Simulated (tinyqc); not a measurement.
# From bond order b back to beta

Model: Tersoff bond-order potential. Computed by tinyqc, a small Python program. Command: `OMP_NUM_THREADS=1 python tinyqc.py 3027144 3027145 out.jsonl tersoff inv`. One thread of a shared host (Intel(R) Xeon(R) Processor @ 2.30GHz), about 0.01 s of CPU time with the checks.

E = (1/2) sum_(i, j != i) [A exp(-lambda r_ij) - b_ij B exp(-mu r_ij)], b_ij = (1 + (beta zeta_ij)^n)^(-1/(2n)), zeta_ij = sum_(k != i, j) g(theta_ijk), g = 1 + c^2/d^2 - c^2/(d^2 + (h - cos theta)^2), with theta at atom i. Only nearest neighbours count (cut-off function 1 for them, 0 beyond).

Inputs (values chosen for the exercise, modelled on germanium):
```
quantity    value        unit
A          1760.7          eV
B           415.2          eV
lambda     2.4451  1/angstrom
mu         1.7047  1/angstrom
n          0.7487           -
c          108000           -
d           15.77           -
h         -0.4443           -
```

Constants: 1 eV/angstrom^3 = 160.2176634 GPa.

Method:
- zeta = 3 g(cos theta = -1/3).
- With z equal bonds of order b, r = ln(lambda A/(mu b B))/(lambda - mu) and E per atom = -(z/2) b B exp(-mu r)(1 - mu/lambda).
- a0 = 4 r/sqrt3; B0 = phi''(r)/(3 a0) with phi'' = mu (lambda - mu) b B exp(-mu r), since b does not change under uniform scaling.

Task: A run gave the result below. Find the beta, known to lie between 4.4e-07 and 1.2e-06.

bond order b = 0.9864752

Result:

Each step takes the trial c = (a f_b - b f_a)/(f_b - f_a), f being the result less the target and a, b, c the logarithms of the listed values; c replaces end b, the old b replaces a if the sign of f changed, and otherwise f_a is halved.

Scan of the range:
```
beta      bond order b
4.40e-07      0.991327
5.20e-07      0.990185
6.15e-07      0.988890
7.27e-07      0.987430
8.59e-07      0.985787
1.02e-06      0.983876
1.20e-06      0.981837
```

False position (Illinois rule, in the logarithm of the input) inside the bracket:
```
step        end a        end b        trial  bond order b
1     7.27000e-07  8.59000e-07  8.01045e-07      0.986499
2     8.59000e-07  8.01045e-07  8.02949e-07      0.986476
3     8.59000e-07  8.02949e-07  8.03042e-07      0.986475
4     8.02949e-07  8.03042e-07  8.02997e-07      0.986475
```

Bond order b falls at every point of a 13-point scan of the range (every second point is shown), so one value fits; it is bracketed by 7.27e-7 and 8.59e-7. Answer: beta = 8.030e-7.
